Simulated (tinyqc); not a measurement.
Inside a calculation. Model: undoped symmetric double-gate MOSFET, analytic potential model.

Computed by the program tinyqc: `OMP_NUM_THREADS=1 python tinyqc.py 2440033 2440034 out.jsonl`, one thread of a shared Intel Xeon 2.30GHz, about 0.01 s for the whole run. Printed values are rounded.

An undoped body of thickness ts between two equal insulators and tied gates; long channel, electrons only, n = ni exp((psi - V)/Vt) with V the quasi-Fermi potential (0 at the source, Vd at the drain), constant mobility, no quantisation. Across the body psi(x) = V - 2 Vt ln[(ts/(2 beta)) sqrt(q ni/(2 eps0 eps_r Vt)) cos(2 beta x/ts)], x from the centre. Q is the electron charge per area of the whole body.

Values chosen for this exercise; material values those of a made-up semiconductor:

| symbol | value | unit | meaning |
|---|---|---|---|
| T | 300 | K | temperature |
| Eg | 0.966 | eV | band gap |
| eps_r | 13.9 |  | relative permittivity of the semiconductor |
| Nc | 2.35e19 | cm^-3 | conduction-band density of states at T |
| Nv | 3.44e19 | cm^-3 | valence-band density of states at T |
| eox | 9.04 |  | relative permittivity of the gate insulator |
| tox | 4.4 | nm | insulator thickness |
| ts | 8 | nm | body thickness |
| dphi | -0.18 | V | gate work function less that of the intrinsic body |
| Vg | 0.93 | V | gate voltage |

Constants: q = 1.602176634e-19 C, kB = 1.380649e-23 J/K, Vt = kB T/q, eps0 = 8.8541878128e-14 F/cm where lengths are in cm. Results are converted to the units shown.

Range of the model: The surface density at the source passes 0.3 Nc, where Boltzmann statistics fail.

## Constants of the body

ni = sqrt(Nc Nv) exp(-Eg/(2 Vt)), Eg in volts; r = eps_r tox/(eox ts); V0 = dphi + 2 Vt ln[(2/ts) sqrt(2 eps0 eps_r Vt/(q ni))].

ni = 2.18660e11 cm^-3
r = 0.845686
V0 = 0.239964 V

## Iteration 1: beta at the source by Newton steps

beta at the start = 1

With V = 0: f = ln(beta) - ln(cos beta) + 2 r beta tan(beta) - (Vg - V0)/(2 Vt); f' = 1/beta + tan(beta) + 2 r [tan(beta) + beta/cos^2(beta)]; beta(new) = beta - f/f'.

f = -10.0961
f' = 10.9854
beta after iteration 1 = 1.91905

## Course of the iteration: beta at the source by Newton steps

Stop when beta changes by less than 1e-11, or after 40 iterations. beta must stay between 0 and pi/2.

Course of the iteration:
```
iteration     beta  |change|
1          1.91905     0.919
```

Stopped after 1 iteration(s) without a result. The last step lands on beta = 1.919, outside the interval from 0 to pi/2 on which the model is defined: f is much steeper near pi/2 than its tangent at the point before. A rerun with the start beta = 1.4 converges in 5 iterations.
